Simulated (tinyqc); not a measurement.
From mean free path back to ionised impurity density N_I: scattering rates of a carrier in a spherical band by Fermi's golden rule. Computed by tinyqc, a small Python program. Command: `OMP_NUM_THREADS=1 python tinyqc.py 3000729 3000730 out.jsonl scatter inv`. One thread of a shared host (Intel(R) Xeon(R) Processor @ 2.30GHz), about 0.02 s of CPU time with the checks.

All processes here are isotropic or elastic, and the rate listed is the momentum relaxation rate.

Inputs (values chosen for the exercise, modelled on holes in silicon):

| quantity | value | unit |
|---|---|---|
| density-of-states mass of one valley m | 0.506 | m_0 |
| non-parabolicity alpha | 0.32 | 1/eV |
| static permittivity eps_s | 11.7 | - |
| density rho | 2329 | kg/m^3 |
| sound velocity v_l | 9280 | m/s |
| acoustic deformation potential D_A | 5.5 | eV |
| phonon energy hbar w | 61.4 | meV |
| optical or intervalley deformation potential D_o | 9.4 | 1e8 eV/cm |
| final valleys Z_f | 1 | - |
| temperature T | 77 | K |
| carrier energy E | 130 | meV |

Crystal: non-polar. Band: Kane. Impurity formula: Brooks-Herring. Further scattering: none.

Constants: k_B = 1.380649e-23 J/K; e = 1.602176634e-19 C; hbar = 1.054571817e-34 J s; m_0 = 9.1093837015e-31 kg; hbar = 6.582119569e-16 eV s; k_B = 8.617333262e-05 eV/K; eps_0 = 8.8541878128e-12 F/m.

Method:
- Kane band: hbar^2 k^2/(2 m) = E (1 + alpha E), speed v = hbar k/(m (1 + 2 alpha E)), states per spin, volume and energy g(E) = m k (1 + 2 alpha E)/(2 pi^2 hbar^2); overlap factors are set to 1. Masses are multiplied by m_0 and all formulas are in SI units.
- Phonon occupation N_q = 1/(exp(hbar w/(k_B T)) - 1).
- Acoustic deformation potential (elastic, equipartition, absorption and emission together): 1/tau = 2 pi k_B T D_A^2 g(E)/(hbar rho v_l^2).
- Optical or intervalley deformation potential: 1/tau = (pi Z_f D_o^2/(rho w)) [N_q g(E + hbar w) + (N_q + 1) g(E - hbar w)], with g = 0 below the band edge.
- Singly charged impurities, momentum relaxation: 1/tau = N_I e^4 m (1 + 2 alpha E) Phi/(8 pi (eps_s eps_0)^2 hbar^3 k^3), with alpha = 0 for a parabolic band.
- Brooks-Herring: Phi = ln(1 + b) - b/(1 + b), b = 4 k^2 L_s^2.
- Debye screening by free carriers of density N_I: L_s = sqrt(eps_s eps_0 k_B T/(e^2 N_I)).
- Rates add: 1/tau_m is the sum, and the mean free path is v tau_m.

Question. A run gave the result below. Find the ionised impurity density N_I, known to lie between 8.6e+17 and 2.5e+18 1/cm^3.

mean free path = 31.43526 nm

Answer.

Each step takes the trial c = (a f_b - b f_a)/(f_b - f_a), f being the result less the target and a, b, c the logarithms of the listed values; c replaces end b, the old b replaces a if the sign of f changed, and otherwise f_a is halved.

Scan of the range:

| ionised impurity density N_I (1/cm^3) | mean free path (nm) |
|---|---|
| 8.60e+17 | 32.6925 |
| 1.03e+18 | 32.2542 |
| 1.23e+18 | 31.8015 |
| 1.47e+18 | 31.3292 |
| 1.75e+18 | 30.8546 |
| 2.09e+18 | 30.3642 |
| 2.50e+18 | 29.8690 |

False position (Illinois rule, in the logarithm of the input) inside the bracket:

| step | end a | end b | trial | mean free path (nm) |
|---|---|---|---|---|
| 1 | 1.23000e+18 | 1.47000e+18 | 1.41231e+18 | 31.4366 |
| 2 | 1.47000e+18 | 1.41231e+18 | 1.41300e+18 | 31.4353 |
| 3 | 1.47000e+18 | 1.41300e+18 | 1.41300e+18 | 31.4353 |
| 4 | 1.41300e+18 | 1.41300e+18 | 1.41300e+18 | 31.4353 |

Mean free path falls at every point of a 13-point scan of the range (every second point is shown), so one value fits; it is bracketed by 1.23e18 and 1.47e18. Answer: ionised impurity density N_I = 1.413e18 1/cm^3.
